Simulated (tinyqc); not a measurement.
What each parameter does: pair of shallow donors (hydrogen-like orbitals).

Each donor has the orbital exp(-r/a); energy unit Ha* = q/(eps a), q = e^2/(4 pi eps0), so that a lone donor is bound by Ha*/2; x = R/a. One electron: S = (1 + x + x^2/3) exp(-x), j = 1/x - (1 + 1/x) exp(-2x), k = (1 + x) exp(-x); levels E(+/-) = -1/2 - (j +/- k)/(1 +/- S) in Ha*, without the repulsion of the ions, split by D = |E(-) - E(+)|. In six valleys the overlaps S and k are multiplied by v = [cos(K Rx) + cos(K Ry) + cos(K Rz)]/3, K = k0 (2 pi/a_lat), for isotropic envelopes and the symmetric valley state.

Two electrons, Heitler-London: with S' = (1 - x + x^2/3) exp(x), C = 1/x - exp(-2x)(1/x + 11/8 + 3x/4 + x^2/6), X = (1/5){exp(-2x)(25/8 - 23x/4 - 3x^2 - x^3/3) + (6/x)[S^2 (0.5772157 + ln x) + S'^2 Ei(-4x) - 2 S S' Ei(-2x)]}, Q = C - 2j + 1/x and A = X - 2 S k + S^2/x, the singlet and triplet lie at (Q +/- w A)/(1 +/- w S^2) from two lone donors, with the valley weight w = v^2; the exchange is J = triplet - singlet.

Constants: e^2/(4 pi eps0) = 14.39964547 eV angstrom.

Parameters, chosen for this exercise (near those of two donors in Si; not measured data): a = 16.4 angstrom (orbital radius); eps = 11.2 (dielectric constant); n = (19.25, 0.25, 0.25) a_lat (separation vector); a_lat = 5.431 angstrom (lattice constant); k0 = 0.842 2 pi/a_lat (valley position).

x, D = |E(-) - E(+)| and J.

One parameter was then changed.

Results before and after:
```
case         x  D (meV)  J (micro-eV)
base     6.376   0.2728          2.38
changed  6.376   0.2484          2.16
```

Which of these changes was made? (a) a = 14.8 angstrom; (b) eps = 12.3; (c) k0 = 0.822 2 pi/a_lat; (d) n = (20.25, 0.25, 0.25) a_lat.

Answer: (b) eps = 12.3. Of the candidates, run in turn, only this one gives the changed row.

All candidates:
```
case                               x  D (meV)  J (micro-eV)
base                           6.376   0.2728          2.38
a = 14.8 angstrom              7.065   0.1693         0.833
eps = 12.3                     6.376   0.2484          2.16
k0 = 0.822 2 pi/a_lat          6.376   0.3633          4.21
n = (20.25, 0.25, 0.25) a_lat  6.707   0.3981          5.08
```

Program tinyqc; command `OMP_NUM_THREADS=1 python tinyqc.py 1281608 1281609 out.jsonl`; about 0.01 s on one thread of a shared Intel(R) Xeon(R) Processor @ 2.30GHz.
